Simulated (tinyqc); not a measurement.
Deep trap from a strong local potential in a two-band host (Koster-Slater model with semi-elliptic bands): one step, computed by the program tinyqc. Command: `OMP_NUM_THREADS=1 python tinyqc.py 3000971 3000972 out.jsonl deeptrap walk`. One thread of a shared host (Intel(R) Xeon(R) Processor @ 2.30GHz), about 0.02 s of CPU time with the checks.

The valence band spans -2 W_v to 0 and the conduction band E_g to E_g + 2 W_c. The orbital at the impurity site has weight f_v in the valence band and 1 - f_v in the conduction band, each spread as a semi-ellipse (2/(pi W^2)) sqrt(W^2 - x^2) about the band centre. The impurity adds U to this orbital. Spin is left out.

Question. The trap level. In the gap G(E) = f_v (2/W_v^2)[x - sqrt(x^2 - W_v^2)] - (1 - f_v)(2/W_c^2)[y - sqrt(y^2 - W_c^2)], x = E + W_v, y = E_g + W_c - E. The trap level solves G(E) = 1/U (bisection). With D = -dG/dE = D_v + D_c, D_v = f_v (2/W_v^2)[x/sqrt(x^2 - W_v^2) - 1] and D_c = (1 - f_v)(2/W_c^2)[y/sqrt(y^2 - W_c^2) - 1], the weight on the impurity orbital is 1/(U^2 D) and the conduction-band character is D_c/D.

Inputs (values chosen for the exercise, with a gap close to that of CdS):
```
quantity                                value  unit
gap E_g                                  2.53    eV
half-width of the valence band W_v        3.1    eV
half-width of the conduction band W_c     5.1    eV
valence weight f_v of the site orbital   0.56     -
impurity potential U                    -17.2    eV
```

Impurity: attractive, donor-like.

Give: trap level E_t; weight on the impurity orbital; conduction-band character; depth below the conduction band.

Answer.

trap level E_t = 2.5269 eV

weight on the impurity orbital = 0.0035209

conduction-band character = 0.97593

depth below the conduction band = 0.0031001 eV
